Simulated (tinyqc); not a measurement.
# Changing the pyrometer wavelength

Model: rapid thermal processing of a wafer: radiative balance, ramp and cooling, pattern effects, pyrometer error and spike budget. Computed by tinyqc, a small Python program. Command: `OMP_NUM_THREADS=1 python tinyqc.py 3113865 3113866 out.jsonl rtp sweep`. One thread of a shared host (Intel(R) Xeon(R) Processor @ 2.30GHz), about 0.04 s of CPU time with the checks.

The wafer is opaque and uniform through its thickness unless said otherwise; temperatures in formulas are in kelvin (C + 273.15). sigma = 5.670374419e-12 W/(cm^2 K^4).

Inputs (values chosen for the exercise, modelled on a hot silicon wafer):
```
quantity                              value  unit
process temperature                     759     C
starting temperature                    400     C
error of the assumed emissivity         5.1     %
activation energy of the process E_a      4    eV
```

Constants: h = 6.62607015e-34 J s; c = 299792458 m/s; k_B = 1.380649e-23 J/K; k_B = 8.617333262e-05 eV/K.

Method. Signal proportional to eps/(exp(c2/(lambda T)) - 1), c2 = h c/k_B. If the assumed emissivity is too high by the given error, the reading T' solves (1 + error)/(exp(c2/(lambda T')) - 1) = 1/(exp(c2/(lambda T)) - 1). Wien estimate: T' - T = -lambda T^2 ln(1 + error)/c2. Process rates go as exp(-E_a/(k_B T)).

One run for each value; columns: (1) pyrometer wavelength (micrometre); (2) reading less true temperature (K); (3) Wien estimate (K); (4) c2/(lambda T); (5) rate at T over rate at T', less 1 (%):
```
(1)      (2)     (3)    (4)    (5)
0.6    -2.21   -2.21  23.23   10.1
0.9    -3.30   -3.31  15.49   15.5
1.3    -4.77   -4.79  10.72   23.2
2.0    -7.31   -7.37   6.97   37.8
3.0   -10.83  -11.05   4.65   61.1
6.7   -21.22  -24.68   2.08  157.0
10.0  -27.13  -36.83   1.39  236.7
```

Give the missing row, pyrometer wavelength (micrometre) = 4.5.

Computed row; columns: (1) pyrometer wavelength (micrometre); (2) reading less true temperature (K); (3) Wien estimate (K); (4) c2/(lambda T); (5) rate at T over rate at T', less 1 (%):
```
(1)     (2)     (3)   (4)   (5)
4.5  -15.60  -16.57  3.10  99.4
```

Interpolating between the two neighbouring rows (the first column on a logarithmic scale, the others too where they are positive) misses most in Wien estimate (K), by 8.2 %. Over the rows, reading less true temperature (K) falls from -2.21 to -27.1 (exponent d ln y / d ln x 1.00 between the first rows and 0.61 between the last); Wien estimate (K) falls from -2.21 to -36.8 (exponent d ln y / d ln x about 1.00 throughout); c2/(lambda T) falls from 23.2 to 1.39 (exponent d ln y / d ln x about -1.0 throughout). At the low end the exponent of reading less true temperature is 1.00, close to 1: the Wien limit.

Caution (rows 1.30, 2.00, 3.00, 4.50, 6.70, 10.0): below about 600 C lightly doped silicon is partly transparent at this wavelength, so its emissivity is not yet the hot value early in the ramp.
